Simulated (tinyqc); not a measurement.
Changing the aspect ratio a: atomic layer deposition: Langmuir saturation, growth per cycle and coating of deep features. Computed by tinyqc, a small Python program. Command: `OMP_NUM_THREADS=1 python tinyqc.py 3002275 3002276 out.jsonl ald sweep`. One thread of a shared host (Intel(R) Xeon(R) Processor @ 2.30GHz), about 0.01 s of CPU time with the checks.

Precursor A sticks only on free sites, so a long enough pulse saturates; co-reactant B then frees the sites again.

Inputs (values chosen for the exercise, modelled on titanium nitride from the chloride and ammonia):
```
quantity                                  value    unit
precursor mass M                            190       u
site density q                              1.7  1/nm^2
sticking probability beta on free sites  0.0056       -
precursor pressure p                       0.48      Pa
temperature T                               350       C
pulse time t                               0.13       s
desorption energy E_d                       1.9      eV
```

Feature: round hole.

Constants: u = 1.6605390666e-27 kg; k_B = 1.380649e-23 J/K; k_B = 8.617333262e-05 eV/K.

Method:
- Wall flux F = p/sqrt(2 pi M k_B T); rate of filling k_a = beta F/q; desorption k_d = 1e13 exp(-E_d/(k_B T)) per second. 1/m^2 = 1e-18/nm^2.
- Temperatures in kelvin are T(C) + 273.15.
- Diffusion-limited filling (Gordon) of a round hole of diameter w: a saturation front at depth z needs dz/dt = D_K n/(z (4q/w)), with Knudsen D_K = w c/3 and F = n c/4; including the entrance and floor terms, t = (q/F)(1 + 19a/4 + 3a^2/2). Reaction-limited filling needs ln(100)/k_a at any depth, k_a = beta F/q. Flow is molecular. The front picture holds when the modulus a sqrt(beta) is well above 1.
- Depth reached by the given pulse: solve the same formula for a. Exposure = p x diffusion-limited time; 1 langmuir = 1.33322e-4 Pa s.

One run for each value:
```
aspect ratio a  diffusion-limited time (s)  exposure (langmuir)     modulus
1                               3.3533e-03           1.2073e+01  7.4833e-02
2.2                             8.6539e-03           3.1157e+01  1.6463e-01
4.7                             2.6114e-02           9.4019e+01  3.5172e-01
10                              9.1812e-02           3.3055e+02  7.4833e-01
22                              3.8459e-01           1.3846e+03  1.6463e+00
49                              1.7739e+00           6.3866e+03  3.6668e+00
110                             8.6370e+00           3.1096e+04  8.2316e+00
230                             3.7207e+01           1.3396e+05  1.7212e+01
500                             1.7455e+02           6.2842e+05  3.7417e+01
```

Describe and explain the trends.

Over the rows, diffusion-limited time (s) rises from 0.00335 to 175 (exponent d ln y / d ln x 1.2 between the first rows and 2.0 between the last); exposure (langmuir) rises from 12.1 to 628000 (exponent d ln y / d ln x 1.2 between the first rows and 2.0 between the last); modulus rises from 0.0748 to 37.4 (exponent d ln y / d ln x about 1.0 throughout). At the high end the exponent of diffusion-limited time is 1.99, close to 2: diffusion into a deep feature. The wall area to coat grows as a and the conductance to the front falls as 1/a, hence a^2 for deep features.

Caution (rows 1.00, 2.20, 4.70, 10.0, 22.0): the modulus is not well above 1 or the Gordon time is under three times ln(100)/k_a, so there is no sharp front: the Gordon time is only a lower bound and the reaction time must be met as well. Caution (rows 230, 500): desorption over the filling time (k_d t above 0.1) is ignored by the Gordon estimate.
